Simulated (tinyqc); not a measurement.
Plane-wave Kohn-Sham cycle with exchange-only LDA in a layered model solid, step by step. One step of it, computed by the program tinyqc.

Question. Iteration 2: Hamiltonian at one k. H(m,m') = (k + G_m)^2/2 delta + V(G_m - G_m'), with V(-G) = V(G).

A solid whose potential varies along x alone (atomic units):

| parameter | value |
|---|---|
| period a | 15.500000 |
| cross-section of the cell | 12.000000 |
| electrons per cell | 2 |
| grid points | 16 |
| plane waves -n..n, n | 3 |
| k points | 1 |
| V1 in V1 cos(2 pi x/a) | -0.600000 |
| V2 in V2 cos(4 pi x/a) | -0.220000 |

V(G_m), m = 0, 1, 2, ... (hartree): -0.216743  -0.232129  -0.100910  0.001033  -0.000113  -0.000054  0.000032

k = 0.000000 2 pi / a

Give: H.

Answer.

H (hartree), lower triangle:
```
         -3       -2       -1       +0       +1       +2      +3
-3   0.5227
-2  -0.2321   0.1119
-1  -0.1009  -0.2321  -0.1346
+0   0.0010  -0.1009  -0.2321  -0.2167
+1  -0.0001   0.0010  -0.1009  -0.2321  -0.1346
+2  -0.0001  -0.0001   0.0010  -0.1009  -0.2321   0.1119
+3   0.0000  -0.0001  -0.0001   0.0010  -0.1009  -0.2321  0.5227
```
